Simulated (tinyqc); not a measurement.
What moves the optical constants: free-carrier optics of a doped semiconductor (Drude model).

eps(E) = ei [1 - Ep^2/(E^2 + i E Gam)], with Ep^2 = 8 pi c (e^2/(4 pi eps0)) N/(m ei), c = hbar^2/2m0, N in 1/angstrom^3 (1e-24 per 1/cm^3); Gam = hbar/tau, tau = mu m m0/e with m0/e = 5.685630e-12 kg/C and mu in m^2/(V s). Energies in meV.

n + i k = sqrt(eps1 + i eps2) with k >= 0; R = ((n - 1)^2 + k^2)/((n + 1)^2 + k^2) at normal incidence from vacuum; alpha = 2 E k/(hbar c), times 1e8 for 1/cm; loss function Im(-1/eps) = eps2/(eps1^2 + eps2^2).

Constants: hbar^2/2m0 = 3.80998211 eV angstrom^2; e^2/(4 pi eps0) = 14.39964547 eV angstrom; hbar = 6.58211957e-16 eV s; hbar c = 1973.269805 eV angstrom.

Parameters, chosen for this exercise (mass and dielectric values near those of Si; N and mu are free inputs; interband absorption and the rise of the mass with filling are left out; not measured data):
- N = 1.3e+20 1/cm^3 (carrier density)
- m = 0.265 m0 (conductivity mass)
- mu = 48 cm^2/(V s) (mobility)
- ei = 11.73 (high-frequency dielectric constant)
- E = 196.8 meV (photon energy)

At the energy E.

Results for these values:

| case | Ep (meV) | Gam (meV) | R | alpha (1/cm) |
|---|---|---|---|---|
| base | 240.14 | 91.01 | 0.4623 | 4.42e+04 |

What happens to each result for N = 1.95e+20 1/cm^3, all else kept?

Answer: Ep rises from 240.14 to 294.11; Gam does not change at the printed digits; R rises from 0.4623 to 0.6775; alpha rises from 4.42e+04 to 6.89e+04.

The same for each parameter in turn:

| case | Ep (meV) | Gam (meV) | R | alpha (1/cm) |
|---|---|---|---|---|
| base | 240.14 | 91.01 | 0.4623 | 4.42e+04 |
| N = 1.95e+20 1/cm^3 | 294.11 | 91.01 | 0.6775 | 6.89e+04 |
| m = 0.318 m0 | 219.21 | 75.84 | 0.3556 | 3.43e+04 |
| mu = 28.8 cm^2/(V s) | 240.14 | 151.69 | 0.3757 | 3.92e+04 |
| ei = 12.32 | 234.32 | 91.01 | 0.4359 | 4.24e+04 |
| E = 236.2 meV | 240.14 | 91.01 | 0.2283 | 2.96e+04 |

tinyqc: `OMP_NUM_THREADS=1 python tinyqc.py 1652392 1652393 out.jsonl`; about 0.01 s, one thread, shared Intel(R) Xeon(R) Processor @ 2.30GHz.
